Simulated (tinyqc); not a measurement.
Three regimes over temperature: precursor delivery and alloy composition in metal-organic vapour-phase epitaxy. Computed by tinyqc, a small Python program. Command: `OMP_NUM_THREADS=1 python tinyqc.py 3029805 3029806 out.jsonl movpe walk`. One thread of a shared host (Intel(R) Xeon(R) Processor @ 2.30GHz), about 0.01 s of CPU time with the checks.

Carrier gas leaves each bubbler saturated. Group-III species cross a boundary layer and react at the surface; element 2 can also desorb. The film is (1)_(1-x) (2)_x V with a zinc-blende cell.

Inputs (values chosen for the exercise, close to those used for AlGaAs from TMAl and TMGa):
```
quantity                                   value      unit
source 1: a in log10(p/torr) = a - b/T      8.22         -
source 1: b                                 2134         K
source 1: bath temperature                    19         C
source 1: carrier flow                       3.2      sccm
source 2: a                                 8.07         -
source 2: b                                 1703         K
source 2: bath temperature                    -9         C
source 2: carrier flow                        19      sccm
bubbler pressure p_b                         600      torr
group-V hydride flow                         130      sccm
total flow                                    23       slm
reactor pressure p                            40      torr
diffusivity D0 at 273.15 K and 760 torr     0.35    cm^2/s
boundary layer delta                         1.1        cm
prefactor of the surface rate k_s        2.1e+13      cm/s
energy of k_s                               1.98        eV
prefactor of the loss of element 2       3.5e+16  layers/s
energy of the loss                           3.6        eV
lattice constant a                         5.655  angstrom
```

Constants: k_B = 1.380649e-23 J/K; k_B = 8.617333262e-05 eV/K.

Method:
- Temperatures in kelvin are T(C) + 273.15.
- Vapour pressure p_v = 10^(a - b/T); precursor flow = carrier flow x p_v/(p_b - p_v); 1 sccm = 44.615 micromol/min; V/III = hydride flow over the sum of both; gas share x_g = F2/(F1 + F2).
- Partial pressure p_i = p F_i/(44615 x total flow in slm); density n_i = p_i/(k_B T), 1 torr = 133.322 Pa; D = D0 (T/273.15)^1.75 (760/p), h = D/delta, the same for both; k_s = prefactor x exp(-energy/(k_B T)); arrival J_i = n_i/(1/h + 1/k_s); in layers per second g_i = J_i a^2/2 (two group-III sites per a^2 on (001)).
- Loss of element 2 is r x with r = prefactor x exp(-energy/(k_B T)). Then x = (g2 - r x)/(g1 + g2 - r x), or r x^2 - (g1 + g2 + r) x + g2 = 0, smaller root; growth rate G = g1/(1 - x) layers/s; one layer is a/2 thick, 1 angstrom/s = 0.36 um/h.

molar flows (micromol/min): F1 1.98615, F2 63.7500

gas share x_g = 0.969786

Growth:
```
T (C)       k_s/h  r (layers/s)        x  G (um/h)
450    1.0042e-02    2.8506e-09  0.96979    0.0184
500    6.9727e-02    1.1953e-07  0.96979    0.1268
550    3.7997e-01    3.1833e-06  0.96979    0.5613
600    1.6948e+00    5.8217e-05  0.96978    1.3401
650    6.3944e+00    7.7712e-04  0.96977    1.9205
700    2.0946e+01    7.9484e-03  0.96968    2.1982
750    6.0830e+01    6.4771e-02  0.96895    2.2972
800    1.5932e+02    4.3409e-01  0.96350    2.0461
850    3.8160e+02    2.4559e+00  0.83678    0.4752
```

G peaks at 750 C among these rows. Between the first rows the apparent energy is 1.86 eV, against 1.98 eV for k_s, which controls there; k_s passes h between 550 and 600 C, well above which G depends weakly on T until desorption sets in. Among these rows x stays within 2 % of x_g up to 800 C and then falls, to 0.84 in the last row, as element 2 desorbs. Caution: trimethylaluminium is largely a dimer in the vapour, which would double its metal flow; it is counted as a monomer here. Caution: in these rows, too, a is fixed and both precursors share one D and k_s.

Extremes, crossings and ranges named in words are read from the listed rows.
